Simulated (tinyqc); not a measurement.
Comparisons within one model: complex band structure along [001] in sp3s* tight binding. A value that a table varies takes the place of the one given here.

For k = (0, 0, kz) the phase sums are g0 = cos(phi) and g3 = i sin(phi), phi = kz a/4, and the s, pz, s* orbitals of anion (a) and cation (c) decouple from px, py. With z = exp(i phi), H(z) = H0 + z T + T^T/z for any complex z. H0 is diagonal (Esa, Epa, Exa, Esc, Epc, Exc). The anion-cation block is B(z) = z U + W/z and the cation-anion block z W^T + U^T/z, where U has Vss/2 (s,s), Vsapc/2 (s,z), -Vscpa/2 (z,s), Vxx/2 (z,z), Vxapc/2 (s*,z), -Vpaxc/2 (z,s*), and W has the same values with the s-z and s*-z signs reversed. |z| = 1 is a band state, |z| < 1 decays along [001] as exp(-kappa d) over a distance d, kappa = -(4/a) ln|z|. No spin-orbit coupling.

Constants: hbar^2/2m0 = 3.80998211 eV angstrom^2.

Inputs chosen for the exercise (out of a larger set: near a published set for InAs, fitted to gaps, whose masses and valley positions are rough (light masses up to twice too heavy); not measured data): p = (-9.559, 0.916, -2.736, 3.71, 7.436, 6.76, -5.597, 1.83, 4.482, 3.037, 5.479, 3.372, 3.923) eV (order Esa, Epa, Esc, Epc, Exa, Exc, Vss, Vxx, Vxy, Vsapc, Vscpa, Vxapc, Vpaxc); a = 6.057 angstrom (lattice constant); dE = 0.22 eV (E - Ev).

## Decay across the direct gap

Ev = 0.01072 eV
EG (direct gap) = 0.39653 eV

masses of this model, from the curvature at Gamma (m0): m_lh 0.02644, m_e 0.02815

kappa of the imaginary branch at Gamma against three formulas: parabolic from the valence edge, sqrt(m_lh E/c); parabolic from the conduction edge, sqrt(m_e (EG - E)/c); two-band (Franz), sqrt(m E (1 - E/EG)/c) with m = 2 m_lh m_e/(m_lh + m_e). E from Ev; c = hbar^2/2m0.

kappa (1/angstrom):
```
E/EG  E (eV)  tight binding  parabolic, valence  parabolic, conduction  two-band
0.05  0.0198         0.0114              0.0117                 0.0528    0.0116
0.15  0.0595         0.0188              0.0203                 0.0499    0.0190
0.25  0.0991         0.0229              0.0262                 0.0469    0.0231
0.35  0.1388         0.0253              0.0310                 0.0436    0.0254
0.50  0.1983         0.0266              0.0371                 0.0383    0.0266
0.65  0.2577         0.0255              0.0423                 0.0320    0.0254
0.75  0.2974         0.0232              0.0454                 0.0271    0.0231
0.85  0.3371         0.0192              0.0484                 0.0210    0.0190
0.95  0.3767         0.0118              0.0511                 0.0121    0.0116
```

What can be read from the table?

The branch joins the light-hole and conduction bands and peaks, among these rows, at E/EG = 0.50 with kappa = 0.0266 1/angstrom. At mid-gap the parabola from the conduction edge is +44 % off and the two-band form +0.1 %; over 5 nm the parabola would misstate exp(-2 kappa d) by a factor 3.21.

## Band-to-band tunnelling in a uniform field

WKB at zero transverse momentum: T = exp(-2 I/(eF)), I = integral of kappa dE across the direct gap (8 Gauss-Legendre points in theta, E = EG sin^2 theta, 0 to pi/2); 1 MV/cm = 0.01 V/angstrom. The two-band form gives I = (pi/8) sqrt(m/c) EG^(3/2) with m = 2 m_lh m_e/(m_lh + m_e).

Tunnelling:
```
F (MV/cm)  path EG/eF (angstrom)  exponent 2I/eF  T, tight binding  T, two-band
0.50                        79.3           3.317            0.0363       0.0362
0.75                        52.9           2.211             0.110        0.109
1.00                        39.7           1.658             0.190        0.190
1.50                        26.4           1.106             0.331        0.331
2.00                        19.8           0.829             0.436        0.436
3.00                        13.2           0.553             0.575        0.575
4.00                         9.9           0.415             0.661        0.660
```

I, tight binding = 0.008292 eV/angstrom
I, two-band = 0.008296 eV/angstrom

What can be read from the table?

The two-band integral is +0.05 % from the tight-binding one, which makes the two-band T 0.9982 times the other at 0.5 MV/cm and 0.9998 times at 4 MV/cm. Doubling the field from 1 to 2 MV/cm halves the exponent and raises T by a factor 2.29. Where the exponent falls below about 2 the WKB form is only a guide.

## Energy and lattice constant

The slowest root of the s-pz block and the heavy-hole branch, sinh^2(kappa a/4) = ((E - Epa)(E - Epc) - Vxx^2)/(Vxx^2 - Vxy^2), at E = Ev + dE with Ev the lower root of [[Epa, Vxx], [Vxx, Epc]]; the couplings are kept when a changes. Each row changes one parameter from the base and keeps the others.

Results:
```
case                slowest kappa (1/angstrom)  heavy-hole kappa (1/angstrom)
base                                    0.0265                         0.1570
dE = 0.25 eV                            0.0258                         0.1666
a = 6.239 angstrom                      0.0257                         0.1525
```

What can be read from the table?

The largest shifts from the base row, up to three for each result and ties (the steps differ in size, so this ranks the rows, not the parameters). slowest kappa (1/angstrom): a -0.0008, dE -0.0007. heavy-hole kappa (1/angstrom): dE +0.0096, a -0.0046. With the couplings fixed, kappa a stays, so kappa scales as 1/a.

Run: tinyqc, `OMP_NUM_THREADS=1 python tinyqc.py 1452077 1452078 out.jsonl`; Intel(R) Xeon(R) Processor @ 2.30GHz, one thread, shared host; about 0.01 s of CPU time with all checks.
